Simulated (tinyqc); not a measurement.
Band offset of a heterojunction with an interface dipole (two-band chains, self-consistent charge): sweeps and comparisons. A value that a table varies takes the place of the one given here.

Sites alternate A, C. Left: A at -G1/2, C at +G1/2, hopping -t1; right: A at D - G2/2, C at D + G2/2, hopping -t2; the bonds across the two interfaces of a ring (C left to A right, C right to A left) have -sqrt(t1 t2). D is the offset of the mid-gaps, so Ev(right) - Ev(left) = D - (G2 - G1)/2 and Ec(right) - Ec(left) = D + (G2 - G1)/2. The closing bond has its sign reversed (antiperiodic ring). Half the levels are filled with two electrons each. The charge moved is q = (electrons on the left) less one a site; the mean over the two interfaces, q/2, is taken as the charge that crosses each, and its dipole opposes the offset: D = D0 - u q/2.

From here on the ring has 24 cells a side.

Values chosen for the exercise (gaps near those of GaN and AlN; the chains and D0 are free models, so the offsets are not those of the real pair; not measured data):
- G1 = 3.39 eV (gap on the left)
- G2 = 6.24 eV (gap on the right)
- t1 = 2.69 eV (hopping on the left)
- t2 = 2.29 eV (hopping on the right)
- u = 7.2 eV (potential step per electron moved across)
- D0 = 1.14 eV (mid-gap of the right side above that of the left, without dipole)

## Where the moved charge sits

D = 0.85089 eV

Electrons in cell k from an interface at the self-consistent D, less those at D = 0. Interface 1 joins C left to A right, interface 2 C right to A left. The decay lengths 1/(2 kappa a) are those of mid-gap states, cosh(kappa a) = 1 + G^2/(8 t^2).

Change of the electron count:
```
k,left of 1,right of 1,left of 2,right of 2
1,0.03680,-0.04311,0.02771,-0.03248
2,0.00690,-0.00255,0.00513,-0.00184
3,0.00161,-0.00017,0.00120,-0.00012
4,0.00040,-0.00001,0.00030,-0.00001
5,0.00010,0.00000,0.00008,0.00000
6,0.00003,0.00000,0.00002,0.00000
```

decay lengths (cells): left 0.806, right 0.392

Over six cells interface 1 moves +0.0458 electrons to the left side and -0.0459 to the right, interface 2 +0.0344 and -0.0345: each change is a dipole, and the two differ because the bonds join different sites. The first cells hold 87 % of it at interface 1. The tail is longer on the left, where the gap is smaller against the hopping: from k = 2 to 4 it falls by a factor 17.1, and pure mid-gap decay would give 11.9; the exponential carries a prefactor that falls as a power of the distance, so the first cells drop faster.

## Screening of the starting offset

chi = 0.092723 1/eV

D0 is varied; the self-consistent D is found by bisection. chi = dq/dD at D = 0; the linear rule is D = S D0 with S = 1/(1 + u chi/2). The gap of the junction closes (type III) at |D| = (G1 + G2)/2.

Against D0:
```
2 D0/(G1 + G2),D0 (eV),q at D0,D (eV),D/D0,linear (eV)
-0.85,-4.093,-0.5619,-2.9048,0.7097,-3.0685
-0.55,-2.648,-0.2909,-1.9389,0.7322,-1.9855
-0.30,-1.444,-0.1410,-1.0753,0.7444,-1.0830
-0.15,-0.722,-0.0678,-0.5405,0.7484,-0.5415
0.10,0.481,0.0449,0.3607,0.7491,0.3610
0.25,1.204,0.1156,0.8980,0.7460,0.9025
0.50,2.408,0.2569,1.7698,0.7351,1.8050
0.80,3.852,0.5067,2.7502,0.7140,2.8880
0.95,4.574,0.6916,3.2058,0.7008,3.4295
```

D/D0 lies between 0.701 and 0.749, against S = 0.750 from chi at D = 0; the linear rule misses by at most 224 meV. q is odd in D. Less than half of the starting offset is screened, so the natural line-up still counts most.

## Wider gaps screen less

G2 is varied. chi = (q(+0.01) - q(-0.01))/0.02 at D = 0, S = 1/(1 + u chi/2).

Against G2:
```
G2 (eV),chi (1/eV),S
0.7,0.26673,0.5101
1.1,0.23851,0.5380
1.5,0.21631,0.5622
2.3,0.18223,0.6039
3.4,0.14814,0.6522
5.5,0.10416,0.7273
7.0,0.08253,0.7709
9.0,0.06153,0.8186
```

chi falls from 0.2667 to 0.0615 1/eV, a factor 4.3, and S rises from 0.510 to 0.819: charge crosses through the tails of states that tunnel into the other gap, and these shorten as the gap widens. u is kept fixed, though a wider gap also screens less and would raise it.

## What each parameter does

Self-consistent D by bisection, q there, and the two offsets. Each row changes one parameter from the base and keeps the others.

Results:
```
case,D (eV),q,valence offset (eV),conduction offset (eV)
base,0.8509,0.0803,-0.5741,2.2759
G1 = 3.898 eV,0.8658,0.0762,-0.3052,2.0368
G2 = 7.176 eV,0.8806,0.0720,-1.0124,2.7736
t1 = 3.093 eV,0.8464,0.0816,-0.5786,2.2714
t2 = 2.633 eV,0.8440,0.0822,-0.5810,2.2690
D0 = 1.311 eV,0.9771,0.0927,-0.4479,2.4021
u = 8.28 eV,0.8200,0.0773,-0.6050,2.2450
```

The largest shifts from the base row, up to three for each result and ties (the steps differ in size, so this ranks the rows, not the parameters). D (eV): D0 +0.1262, u -0.0309, G2 +0.0298. q: D0 +0.0124, G2 -0.0083, G1 -0.0041. valence offset (eV): G2 -0.4382, G1 +0.2689, D0 +0.1262. conduction offset (eV): G2 +0.4978, G1 -0.2391, D0 +0.1262.

tinyqc: `OMP_NUM_THREADS=1 python tinyqc.py 1450804 1450805 out.jsonl`; about 2 s, one thread, shared Intel(R) Xeon(R) Processor @ 2.30GHz.
